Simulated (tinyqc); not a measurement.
## Tunnelling through a gate dielectric, WKB transmission and Tsu-Esaki current: dielectrics compared at equal EOT

Electrons leave the emitter at x = 0. Energies E (motion across the layers) are in eV from the emitter Fermi level; the collector Fermi level lies at -V and offers states at every E. No charge in the dielectric and no image force: F1 = V/t1, U = phi1 - F1 x. With C = hbar^2/(2 m0), kappa = sqrt(m (U - E)/C) where U > E and 0 elsewhere; T(E) = exp(-S), S = 2 times the integral of kappa over x.

A single layer of thickness t1 = EOT eps_r/3.9 for each dielectric, at V = 0.3 V. Each layer adds (2/F) sqrt(m/C) [G(u at its left edge) - G(u at its right edge)] to S, with u = U - E (0 where negative) and G(u) = (2/3) u^1.5. J = J0 times the integral of T(E) N(E) dE, N = ln[(1 + exp(-E/Vt))/(1 + exp((-E - V)/Vt))], J0 = q^2 me m0 kB T/(2 pi^2 hbar^3) (times 1e-4 for A/cm^2 per eV), from E = -Ef to far above the barrier (T = 1 there), by quadrature converged to the digits shown.

Values chosen for this exercise:
- T = 300 K (temperature)
- Ef = 0.35 eV (Fermi energy of the emitter above its band bottom)
- me = 0.88 m0 (emitter mass in the supply function)
- EOT = 1.9 nm (equivalent oxide thickness)

Constants: q = 1.602176634e-19 C, kB = 1.380649e-23 J/K, hbar = 1.054571817e-34 J s, m0 = 9.1093837015e-31 kg, Vt = kB T/q, hbar^2/(2 m0) = 0.0380998212 eV nm^2. Results are converted to the units shown.

Dielectrics (values chosen for the exercise, close to those of the materials named):
```
,eps_r,phi1 (eV),m1 (m0)
silicon dioxide,3.94,3.09,0.49
silicon nitride,7.47,2.11,0.49
aluminium oxide,9.4,2.6,0.39
hafnium oxide,22.4,1.51,0.19
zirconium oxide,25,1.47,0.26
```

Leakage at equal EOT:
```
,t1 (nm),S at E = 0,J (A/cm^2),eps_r sqrt(m1 phi1)
silicon dioxide,1.919,23.60,0.02101,4.848
silicon nitride,3.639,36.53,2.138e-8,7.596
aluminium oxide,4.579,45.86,1.883e-12,9.466
hafnium oxide,10.91,56.81,1.666e-17,12.00
zirconium oxide,12.18,73.07,1.197e-17,15.46
```

What do the numbers show?

From the lowest current to the highest: zirconium oxide, hafnium oxide, aluminium oxide, silicon nitride, silicon dioxide; the span is 15.2 decades. The figure eps_r sqrt(m1 phi1), to which S is proportional at low voltage, gives the same order.

Computed by the program tinyqc: `OMP_NUM_THREADS=1 python tinyqc.py 2540134 2540135 out.jsonl`, one thread of a shared Intel Xeon 2.30GHz, about 0.03 s for the whole run.
